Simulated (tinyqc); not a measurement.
Raman shift of the zone-centre optical phonon of a diamond-structure crystal under stress: one step, computed by the program tinyqc. Command: `OMP_NUM_THREADS=1 python tinyqc.py 3026631 3026632 out.jsonl ramanstress walk`. One thread of a shared host (Intel(R) Xeon(R) Processor @ 2.30GHz), about 0.01 s of CPU time with the checks.

Axes x, y, z are the cube axes. Strain shifts the threefold optical mode and can split it; p, q and r are the phonon deformation potentials.

Problem. Stress and strain tensors. Uniaxial stress along the unit vector n of the axis: sigma_ij = sigma n_i n_j. eps_xx = S11 sigma_xx + S12 (sigma_yy + sigma_zz), and cyclic; eps_xy = S44 sigma_xy/2 (tensor strain).

Inputs (values chosen for the exercise, modelled on silicon): stress sigma (tension positive) = -0.18 GPa.

Stress state: uniaxial. Axis: [210].

S44 = 12.37930 1/TPa

S11 = 7.691810 1/TPa

S12 = -2.151679 1/TPa

Give: stress; strain; volume strain.

Solution.

stress (GPa), rows x, y, z:
$$\begin{pmatrix}
-0.144 & -0.072 & 0.000 \\
-0.072 & -0.036 & 0.000 \\
0.000 & 0.000 & 0.000
\end{pmatrix}$$

strain (per mille), rows x, y, z:
$$\begin{pmatrix}
-1.030 & -0.446 & 0.000 \\
-0.446 & 0.033 & 0.000 \\
0.000 & 0.000 & 0.387
\end{pmatrix}$$

volume strain = -0.6099 per mille
